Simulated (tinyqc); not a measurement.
Doping level: carrier statistics of a doped semiconductor with parabolic bands.

Eg(T) = Eg0 - al T^2/(T + be); m_de = Mv^(2/3) (ml mt^2)^(1/3); m_dh = (mhh^(3/2) + mlh^(3/2))^(2/3); Nc and Nv from N = 2 (m kB T/(4 pi c))^(3/2) with c = hbar^2/2m0, in 1/angstrom^3; times 1e24 for 1/cm^3.

Energies are counted from Ev, so Ec = Eg. n = Nc F_1/2((EF - Eg)/kT), p = Nv F_1/2(-EF/kT), ND+ = ND/(1 + 2 exp((EF - Eg + ED)/kT)), NA- = NA/(1 + 4 exp((EA - EF)/kT)); neutrality asks p + ND+ = n + NA-. F_j(eta) = (1/Gamma(j + 1)) integral_0^infinity x^j dx/(1 + exp(x - eta)), which tends to exp(eta) for eta << 0.

Constants: hbar^2/2m0 = 3.80998211 eV angstrom^2; kB = 8.617333262e-05 eV/K.

Values chosen for the exercise (near those of Si; the results hold for these values, not for the real material):
- Eg0 = 1.167 eV (gap at 0 K)
- al = 0.000471 eV/K (Varshni alpha)
- be = 640 K (Varshni beta)
- ml = 0.917 m0 (longitudinal electron mass)
- mt = 0.189 m0 (transverse electron mass)
- Mv = 6 (equivalent valleys)
- mhh = 0.54 m0 (heavy-hole mass)
- mlh = 0.153 m0 (light-hole mass)
- ED = 0.0453 eV (donor level below Ec)
- EA = 0.045 eV (acceptor level above Ev)
- T = 250 K

Only donors are present (NA = 0); eta is the distance of EF beyond the conduction edge in units of kT.

Neutral state:
```
ND (1/cm^3)  EF (eV)  majority (1/cm^3)  ionised share     eta
1.0e+14       0.8702           1.00e+14          1.000  -12.24
1.0e+15       0.9198           9.99e+14          0.999   -9.94
1.0e+16       0.9692           9.92e+15          0.992   -7.64
1.0e+17       1.0175           9.31e+16          0.931   -5.40
1.0e+18       1.0598           6.56e+17          0.656   -3.44
3.0e+18       1.0764           1.40e+18          0.468   -2.67
1.0e+19       1.0928           2.92e+18          0.292   -1.91
3.0e+19       1.1067           5.34e+18          0.178   -1.27
```

The impurity level lies at 1.0886 eV. The ionised share falls from 1.000 to 0.178 as EF passes through it between 3e+18 and 1e+19 1/cm^3 (share 1/3 there); it is below one half from 3e+18 1/cm^3 on. Over the last two rows the doping grows threefold and the majority density by a factor 1.83. EF comes within 3 kT of the majority band edge from 3e+18 1/cm^3 on. Above roughly 4e+18 1/cm^3 (N^(1/3) a = 0.26, with the radius a = sqrt(c/(m E)) from the ionisation energy E and the mass (ml mt^2)^(1/3)) the levels merge with the band and real ionisation is complete; sharp levels then overstate freeze-out.

tinyqc: `OMP_NUM_THREADS=1 python tinyqc.py 1651589 1651590 out.jsonl`; about 0.01 s, one thread, shared Intel(R) Xeon(R) Processor @ 2.30GHz.
